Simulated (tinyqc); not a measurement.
## Thermal resistances of a two-die stack

Inverse problem. Heat leaves through the lower die only, and the system is linear. Find the resistance R1 from the lower die to the coolant, R2 between the dies, and the rise of the upper die when both are powered.

Inputs (values chosen for the exercise):
```
symbol,value,unit,meaning
P1,13,W,power of the lower die
P2,7.7,W,power of the upper die
```

rises of the lower and upper die with only the lower one powered (K): [5.98, 5.98]
rises of the lower and upper die with only the upper one powered (K): [3.542, 4.928]

Solution. With only the lower die powered no heat crosses R2, so both dies rise by P1 R1; the difference in the second test is P2 R2; rises add.

R1 = 0.4600 K/W
R2 = 0.1800 K/W
rise of the upper die = 10.91 K

Program tinyqc, `OMP_NUM_THREADS=1 python tinyqc.py 2162160 2162161 out.jsonl`; Intel Xeon 2.30GHz, shared host, one thread, about 0.02 s.
